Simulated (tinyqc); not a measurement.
Inside a calculation. Model: p-n diode, drift-diffusion by the Gummel loop with Scharfetter-Gummel fluxes.

Program tinyqc, `OMP_NUM_THREADS=1 python tinyqc.py 2240007 2240008 out.jsonl`; Intel Xeon 2.30GHz, shared host, one thread, about 0.2 s. Printed values are rounded.

Abrupt junction at x = 0, p side from -Lp, n side to Ln, ohmic contacts. psi is counted from the intrinsic level; n = ni exp((psi - phin)/Vt), p = ni exp((phip - psi)/Vt). Contacts: p side psi = V - Vt ln(Na/ni), p = Na, n = ni^2/Na; n side psi = Vt ln(Nd/ni), n = Nd, p = ni^2/Nd. Constant mobilities, D = mu Vt, Boltzmann statistics, SRH recombination through a mid-gap level, U = (n p - ni^2)/(tp (n + ni) + tn (p + ni)). Current is positive from the p contact to the n contact.

Values chosen for this exercise; band and dielectric values those of a made-up semiconductor:
```
symbol    value        unit                                 meaning
T           300           K                             temperature
Eg         1.11          eV                                band gap
eps_r      14.6                               relative permittivity
Nc      2.82e19       cm^-3  conduction-band density of states at T
Nv       2.9e19       cm^-3     valence-band density of states at T
Na       1.7e17       cm^-3          acceptor density of the p side
Nd       7.1e15       cm^-3             donor density of the n side
mun         900  cm^2/(V s)                       electron mobility
mup         270  cm^2/(V s)                           hole mobility
tn         3e-9           s               SRH lifetime of electrons
tp        2e-10           s                   SRH lifetime of holes
G             0  cm^-3 s^-1                 uniform generation rate
V          0.23           V                   bias of the p contact
```

Constants: q = 1.602176634e-19 C, kB = 1.380649e-23 J/K, Vt = kB T/q, eps0 = 8.8541878128e-14 F/cm where lengths are in cm. Results are converted to the units shown.

## Intrinsic density and built-in voltage

ni = sqrt(Nc Nv) exp(-Eg/(2 Vt)), Eg in volts; Vbi = Vt ln(Na Nd/ni^2).

ni = 1.35748e10 cm^-3
Vbi = 0.762905 V

## Round 1: Poisson equation

| node | x (nm) | phin at the start (V) | phip at the start (V) |
|---|---|---|---|
| 0 | -1300 | 0.23 | 0.23 |
| 1 | -678 | 0 | 0.23 |
| 2 | -343 | 0 | 0.23 |
| 3 | -163 | 0 | 0.23 |
| 4 | -66.1 | 0 | 0.23 |
| 5 | -14 | 0 | 0.23 |
| 6 | 14 | 0 | 0.23 |
| 7 | 60.4 | 0 | 0.23 |
| 8 | 137 | 0 | 0.23 |
| 9 | 264 | 0 | 0.23 |
| 10 | 475 | 0 | 0.23 |
| 11 | 823 | 0 | 0.23 |
| 12 | 1400 | 0 | 0 |

With phin and phip held, solve a_i (psi_(i+1) - psi_i) - a_(i-1) (psi_i - psi_(i-1)) + q w_i (p_i - n_i + C_i) = 0 for the inner nodes by Newton steps to convergence; a_i = eps0 eps_r/h_i, h_i = x_(i+1) - x_i, w_i = (h_(i-1) + h_i)/2, C = -Na or +Nd.

| node | psi (V) | n after Poisson (cm^-3) | p after Poisson (cm^-3) |
|---|---|---|---|
| 0 | -0.192502 | 1083.97 | 1.7e17 |
| 1 | -0.192502 | 7.92226e6 | 1.70000e17 |
| 2 | -0.192502 | 7.92226e6 | 1.70000e17 |
| 3 | -0.192499 | 7.92315e6 | 1.69981e17 |
| 4 | -0.192178 | 8.02207e6 | 1.67885e17 |
| 5 | -0.181830 | 1.19710e7 | 1.12504e17 |
| 6 | -0.096357 | 3.26597e8 | 4.12369e15 |
| 7 | 0.021273 | 3.09108e10 | 4.35700e13 |
| 8 | 0.173756 | 1.12642e13 | 1.19563e11 |
| 9 | 0.312977 | 2.45760e15 | 5.48007e8 |
| 10 | 0.339108 | 6.75304e15 | 1.99434e8 |
| 11 | 0.340380 | 7.09369e15 | 1.89856e8 |
| 12 | 0.340403 | 7.1e15 | 25954.3 |

## Round 1: electron continuity

With psi and p held, F_i = (mun Vt/h_i) [n_(i+1) B(d_i) - n_i B(-d_i)], d_i = (psi_(i+1) - psi_i)/Vt, B(d) = d/(exp(d) - 1); solve F_i - F_(i-1) = w_i [(n_i p_i - ni^2)/den_i - G] for the new n, with den = tp (n + ni) + tn (p + ni) taken at the old n and p, h_i = x_(i+1) - x_i, w_i = (h_(i-1) + h_i)/2; phin = psi - Vt ln(n/ni).

| node | new n (cm^-3) | phin after round 1 (V) |
|---|---|---|
| 0 | 1083.97 | 0.230000 |
| 1 | 3.71838e6 | 0.019554 |
| 2 | 5.80584e6 | 0.008035 |
| 3 | 6.96672e6 | 0.003326 |
| 4 | 7.69562e6 | 0.001074 |
| 5 | 1.19109e7 | 0.000130 |
| 6 | 3.26456e8 | 0.000011 |
| 7 | 3.09056e10 | 0.000004 |
| 8 | 1.12636e13 | 0.000001 |
| 9 | 2.45759e15 | 0.000000 |
| 10 | 6.75302e15 | 0.000000 |
| 11 | 7.09368e15 | 0.000000 |
| 12 | 7.1e15 | 0.000000 |

## Round 1: hole continuity

With psi and the new n held, F_i = (mup Vt/h_i) [p_(i+1) B(-d_i) - p_i B(d_i)], d_i = (psi_(i+1) - psi_i)/Vt, B(d) = d/(exp(d) - 1); solve F_i - F_(i-1) = w_i [(n_i p_i - ni^2)/den_i - G] for the new p, with den = tp (n + ni) + tn (p + ni) taken at the new n and the old p, h_i = x_(i+1) - x_i, w_i = (h_(i-1) + h_i)/2; phip = psi + Vt ln(p/ni).

| node | new p (cm^-3) | phip after round 1 (V) |
|---|---|---|
| 0 | 1.7e17 | 0.230000 |
| 1 | 1.70000e17 | 0.230000 |
| 2 | 1.70000e17 | 0.230000 |
| 3 | 1.69981e17 | 0.230000 |
| 4 | 1.67885e17 | 0.230000 |
| 5 | 1.12504e17 | 0.230000 |
| 6 | 4.12369e15 | 0.230000 |
| 7 | 4.35692e13 | 0.230000 |
| 8 | 1.18596e11 | 0.229790 |
| 9 | 5.17750e8 | 0.228532 |
| 10 | 1.25551e8 | 0.218037 |
| 11 | 4.40678e7 | 0.192242 |
| 12 | 25954.3 | 0.000000 |

## Round 2: Poisson equation

As before.

| node | psi (V) | n after Poisson (cm^-3) | p after Poisson (cm^-3) |
|---|---|---|---|
| 0 | -0.192502 | 1083.97 | 1.7e17 |
| 1 | -0.192502 | 3.71838e6 | 1.70000e17 |
| 2 | -0.192502 | 5.80584e6 | 1.70000e17 |
| 3 | -0.192499 | 6.96671e6 | 1.69981e17 |
| 4 | -0.192178 | 7.69561e6 | 1.67885e17 |
| 5 | -0.181830 | 1.19109e7 | 1.12504e17 |
| 6 | -0.096357 | 3.26456e8 | 4.12369e15 |
| 7 | 0.021273 | 3.09056e10 | 4.35692e13 |
| 8 | 0.173756 | 1.12636e13 | 1.18596e11 |
| 9 | 0.312977 | 2.45760e15 | 5.17749e8 |
| 10 | 0.339108 | 6.75304e15 | 1.25551e8 |
| 11 | 0.340380 | 7.09369e15 | 4.40677e7 |
| 12 | 0.340403 | 7.1e15 | 25954.3 |

## Round 2: electron continuity

As before.

| node | new n (cm^-3) | phin after round 2 (V) |
|---|---|---|
| 0 | 1083.97 | 0.230000 |
| 1 | 3.71838e6 | 0.019554 |
| 2 | 5.80584e6 | 0.008035 |
| 3 | 6.96672e6 | 0.003326 |
| 4 | 7.69561e6 | 0.001074 |
| 5 | 1.19109e7 | 0.000130 |
| 6 | 3.26456e8 | 0.000011 |
| 7 | 3.09056e10 | 0.000004 |
| 8 | 1.12636e13 | 0.000001 |
| 9 | 2.45760e15 | 0.000000 |
| 10 | 6.75304e15 | 0.000000 |
| 11 | 7.09369e15 | 0.000000 |
| 12 | 7.1e15 | 0.000000 |

## Round 2: hole continuity

As before.

| node | new p (cm^-3) | phip after round 2 (V) |
|---|---|---|
| 0 | 1.7e17 | 0.230000 |
| 1 | 1.70000e17 | 0.230000 |
| 2 | 1.70000e17 | 0.230000 |
| 3 | 1.69981e17 | 0.230000 |
| 4 | 1.67885e17 | 0.230000 |
| 5 | 1.12504e17 | 0.230000 |
| 6 | 4.12369e15 | 0.230000 |
| 7 | 4.35692e13 | 0.230000 |
| 8 | 1.18595e11 | 0.229790 |
| 9 | 5.17744e8 | 0.228532 |
| 10 | 1.25550e8 | 0.218036 |
| 11 | 4.40673e7 | 0.192242 |
| 12 | 25954.3 | 0.000000 |

## Course of the Gummel loop

Stop when phin and phip change by less than 1e-8 V, or after 80 rounds. J = Jn at the p contact + Jp at the n contact + q sum w_i U_i - q G sum w_i over the inner nodes, which avoids differences of large majority fluxes: Jn = (q mun Vt/h_0)[n_1 B(d_0) - n_0 B(-d_0)], Jp = (q mup Vt/h_last)[p_(N-1) B(d_last) - p_N B(-d_last)], d_i = (psi_(i+1) - psi_i)/Vt, B(d) = d/(exp(d) - 1), w_i = (h_(i-1) + h_i)/2.

Course of the iteration:

| round | J (A/cm^2) | largest change of phin, phip (V) |
|---|---|---|
| 1 | 8.44217e-4 | 0.0378 |
| 2 | 8.44210e-4 | 2.49e-7 |
| 3 | 8.44210e-4 | 2.41e-10 |

Converged in 3 rounds.

## Recombination and current

| node | converged psi (V) | converged n (cm^-3) | converged p (cm^-3) |
|---|---|---|---|
| 0 | -0.192502 | 1083.97 | 1.7e17 |
| 1 | -0.192502 | 3.71838e6 | 1.70000e17 |
| 2 | -0.192502 | 5.80584e6 | 1.70000e17 |
| 3 | -0.192499 | 6.96672e6 | 1.69981e17 |
| 4 | -0.192178 | 7.69561e6 | 1.67885e17 |
| 5 | -0.181830 | 1.19109e7 | 1.12504e17 |
| 6 | -0.096357 | 3.26456e8 | 4.12369e15 |
| 7 | 0.021273 | 3.09056e10 | 4.35692e13 |
| 8 | 0.173756 | 1.12636e13 | 1.18595e11 |
| 9 | 0.312977 | 2.45760e15 | 5.17744e8 |
| 10 | 0.339108 | 6.75304e15 | 1.25550e8 |
| 11 | 0.340380 | 7.09369e15 | 4.40673e7 |
| 12 | 0.340403 | 7.1e15 | 25954.3 |

U_i as defined. J = Jn at the p contact + Jp at the n contact + q sum w_i U_i - q G sum w_i over the inner nodes, which avoids differences of large majority fluxes: Jn = (q mun Vt/h_0)[n_1 B(d_0) - n_0 B(-d_0)], Jp = (q mup Vt/h_last)[p_(N-1) B(d_last) - p_N B(-d_last)], d_i = (psi_(i+1) - psi_i)/Vt, B(d) = d/(exp(d) - 1), w_i = (h_(i-1) + h_i)/2.

| node | U (cm^-3 s^-1) |
|---|---|
| 0 | 0 |
| 1 | 1.23910e15 |
| 2 | 1.93492e15 |
| 3 | 2.32188e15 |
| 4 | 2.56484e15 |
| 5 | 3.96976e15 |
| 6 | 1.08803e17 |
| 7 | 1.02965e19 |
| 8 | 5.03640e20 |
| 9 | 2.58811e18 |
| 10 | 6.27592e17 |
| 11 | 2.20200e17 |
| 12 | 0 |

Jn at the p contact = 2.22784e-7 A/cm^2
Jp at the n contact = 8.53218e-7 A/cm^2
recombination = 8.43134e-4 A/cm^2
generation = 0 A/cm^2
J = 8.44210e-4 A/cm^2

A 500-node mesh gives J = 5.844e-4 A/cm^2; this mesh differs from it by 2.6e-4 A/cm^2 (44 %).
